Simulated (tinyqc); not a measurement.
# Electron mobility in a silicon inversion layer, empirical terms and Matthiessen rule: what changes with what

Inversion layer of sheet density Ns on a uniformly doped body, under a high-permittivity gate with an interlayer. The mobility terms are empirical power laws with prefactors chosen for the exercise; adding their inverses (Matthiessen) is itself an approximation.

Values chosen for this exercise; material values close to those of silicon: temperature T = 300 K; band gap Eg = 1.14 eV; relative permittivity of the semiconductor eps_r = 11.9; conduction-band density of states at T Nc = 2.85e19 cm^-3; valence-band density of states at T Nv = 2.64e19 cm^-3; body doping Nb = 5.5e16 cm^-3; reverse body bias Vsb = 0.3 V; weight of the inversion charge in the effective field eta = 0.5; phonon-limited mobility at 1 MV/cm and 300 K Ap = 477 cm^2/(V s); roughness-limited mobility at 1 MV/cm As = 882 cm^2/(V s); exponent of the roughness term gs = 2; Coulomb prefactor Ac = 2500 cm^2/(V s); charge at the interface Nit = 6.7e11 cm^-2; remote-phonon mobility without interlayer Ar = 300 cm^2/(V s); interlayer thickness ti = 0.9 nm; decay length of remote phonons lr = 0.5 nm; inversion density Ns = 1e13 cm^-2.

Constants: q = 1.602176634e-19 C, kB = 1.380649e-23 J/K, Vt = kB T/q, eps0 = 8.8541878128e-14 F/cm where lengths are in cm. Results are converted to the units shown.

Each table varies one quantity; the others keep the values above.

## Effect of the charge at the interface

ni = sqrt(Nc Nv) exp(-Eg/(2 Vt)), Eg in volts; Ndep = sqrt(2 eps0 eps_r Nb (2 Vt ln(Nb/ni) + Vsb)/q); E = q (Ndep + eta Ns)/(eps0 eps_r), in MV/cm. With t = T/(300 K): muC = Ac (Ns/1e12 cm^-2) t/(Nb/1e17 cm^-3 + Nit/1e11 cm^-2), muP = Ap E^(-1/3) t^(-1.75), muS = As E^(-gs), muR = Ar exp(2 ti/lr)/t; 1/mu is the sum of the inverses.

The same in every row: E (MV/cm) = 0.89710; muP (cm^2/(V s)) = 494.58; muS (cm^2/(V s)) = 1095.9; muR (cm^2/(V s)) = 10979.

Effect of the charge at the interface:
```
Nit (cm^-2)  muC (cm^2/(V s))  mu (cm^2/(V s))
1e10                    38462           327.71
3.2e10                  28736           326.77
1e11                    16129           323.89
3.2e11                 6666.7           314.92
1e12                   2369.7           290.07
3.2e12                 768.05           231.08
1e13                   248.63           141.90
```

What does the table show?

As Nit goes from 1e10 to 1e13 cm^-2, E stays at 0.897 MV/cm and mu falls from 328 to 142 cm^2/(V s). The smallest term is the phonon one in the first row and the Coulomb one in the last.

## Effect of the inversion density

Same model as above.

The same in every row: muR (cm^2/(V s)) = 1.098e4.

Effect of the inversion density:
```
Ns (cm^-2)  E (MV/cm)  muC (cm^2/(V s))  muP (cm^2/(V s))  muS (cm^2/(V s))  mu (cm^2/(V s))
2e11           0.1520             68.97             893.8           3.817e4            63.55
3.6e11         0.1642             124.1             871.1           3.273e4            107.2
6.3e11         0.1847             217.2             837.6           2.586e4            168.7
1.1e12         0.2204             379.3             789.6           1.815e4            247.0
2e12           0.2889             689.7             721.6           1.057e4            331.0
3.6e12         0.4105              1241             641.8              5234            378.0
6.3e12         0.6158              2172             560.7              2326            361.7
1.1e13         0.9731              3793             481.4             931.4            285.2
2e13            1.657              6897             403.1             321.1            171.5
```

Read the table: what changes, and by how much?

As Ns goes from 2e11 to 2e13 cm^-2, E rises from 0.152 to 1.66 MV/cm and mu goes from 63.5 through a maximum of 378 (at Ns = 3.6e12 cm^-2 among the rows listed) to 171 cm^2/(V s). The smallest term is the Coulomb one in the first row and the roughness one in the last. Screening lifts the Coulomb term as Ns grows while the field presses the carriers to the interface, hence the maximum. At Ns = 2e13 cm^-2 E passes 1.5 MV/cm, beyond the usual range of such laws.

## Effect of the body doping

Same model as above.

The same in every row: muR (cm^2/(V s)) = 1.098e4.

Effect of the body doping:
```
Nb (cm^-3)  E (MV/cm)  muC (cm^2/(V s))  muP (cm^2/(V s))  muS (cm^2/(V s))  mu (cm^2/(V s))
2e16           0.8408              3623             505.4              1248            317.7
4.4e16         0.8820              3501             497.4              1134            305.9
9.7e16         0.9443              3259             486.2             989.0            288.5
2.1e17          1.036              2841             471.4             822.2            264.5
4.7e17          1.180              2193             451.5             633.9            230.4
1e18            1.381              1497             428.3             462.1            190.2
2.3e18          1.718             841.8             398.3             298.8            140.1
5e18            2.194             440.9             367.1             183.2            94.86
```

As Nb goes from 2e16 to 5e18 cm^-3, E rises from 0.841 to 2.19 MV/cm and mu falls from 318 to 94.9 cm^2/(V s). The smallest term is the phonon one in the first row and the roughness one in the last. For Nb = 2.3e18 to 5e18 cm^-3 E passes 1.5 MV/cm, beyond the usual range of such laws.

Program tinyqc, `OMP_NUM_THREADS=1 python tinyqc.py 2510008 2510009 out.jsonl`; Intel Xeon 2.30GHz, shared host, one thread, about 0.01 s.
